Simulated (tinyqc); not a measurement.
Floating body of a partially depleted SOI transistor: body voltage and kink: two steps of the calculation.

Source at 0 V. Channel current Ic = 2 nf K Vt^2 [F(0) - F(Vd)](1 + la Vd), F(V) = ln^2(1 + exp((Vg - VT - nf V)/(2 nf Vt))), VT = VT0 - gb Vb. Saturation voltage Vs = 2 Vt sqrt(F(0)) + 3 Vt, excess Ve = (Vd - Vs + sqrt((Vd - Vs)^2 + 0.0004 V^2))/2, multiplication M1 = Ai Ve exp(-Bl/Ve). Each junction passes D(v) = J1 (exp(v/Vt) - 1) + J2 (exp(v/(2 Vt)) - 1). Bipolar current Ib = bb J1 (exp(Vb/Vt) - 1). The body settles where M1 (Ic + Ib) = D(Vb) + D(Vb - Vd) + Vb/Rb; drain current Id = (1 + M1)(Ic + Ib) - D(Vb - Vd).

Values chosen for this exercise; values of the order met in partially depleted silicon-on-insulator transistors: temperature T = 300 K; threshold at zero body voltage VT0 = 0.3 V; fall of the threshold per volt of body voltage gb = 0.33; slope factor nf = 1.21; gain factor per width K = 200 uA/(V^2 um); channel-length modulation factor la = 0.05 1/V; impact-ionisation prefactor Ai = 3.06 1/V; impact-ionisation voltage Bl = 4.5 V; diffusion saturation current of each junction J1 = 7.2e-13 uA/um; recombination saturation current of each junction J2 = 2.1e-8 uA/um; gain of the lateral bipolar transistor on the diffusion current bb = 3; resistance of a weak body tie to the source (1e9 stands for no tie, and the term is then dropped) Rb = 1e9 kohm um; gate voltage Vg = 0.72 V; drain voltage Vd = 1.5 V.

Constants: q = 1.602176634e-19 C, kB = 1.380649e-23 J/K, Vt = kB T/q. Results are converted to the units shown.

Problem 1. New Vb. Current into the body I_in = M1 (Ic + Ib) - D(Vb - Vd), current out I_out = D(Vb) + Vb/Rb; f = ln(I_in/I_out), s = df/dVb by central differences over 1e-5 V, Vb(new) = Vb - f/s.

Vb after iteration 1 = 0.61067666 V

Wanted: Ic; Ve; M1; I_in; I_out; f; s; Vb after iteration 2.

Solution 1.

Ic = 34.32 uA/um
Ve = 0.9089 V
M1 = 0.01968
I_in = 0.6762 uA/um
I_out = 0.01590 uA/um
f = 3.750
s = -35.92 1/V
Vb after iteration 2 = 0.7151 V

Problem 2. Drain current with floating and with grounded body. Id and VT at the converged Vb, Id at Vb = 0, their ratio, and the bipolar share Ib/(Ic + Ib).

converged Vb = 0.71105423 V

Wanted: VT; Id, floating; Id, grounded; ratio; bipolar share.

Solution 2.

VT = 0.06535 V
Id, floating = 40.63 uA/um
Id, grounded = 16.46 uA/um
ratio = 2.468
bipolar share = 4.762 %

The body rises to 0.711 V and lowers the threshold by 235 mV.

Range of the model: The multiplication law is an empirical form chosen for the exercise; self-heating and capacitive coupling to the body are left out, and the linear laws are rough once Vb passes about 0.7 V or M1 about 0.1.

Computed by the program tinyqc: `OMP_NUM_THREADS=1 python tinyqc.py 2182159 2182160 out.jsonl`, one thread of a shared Intel Xeon 2.30GHz, about 0.2 s for the whole run.
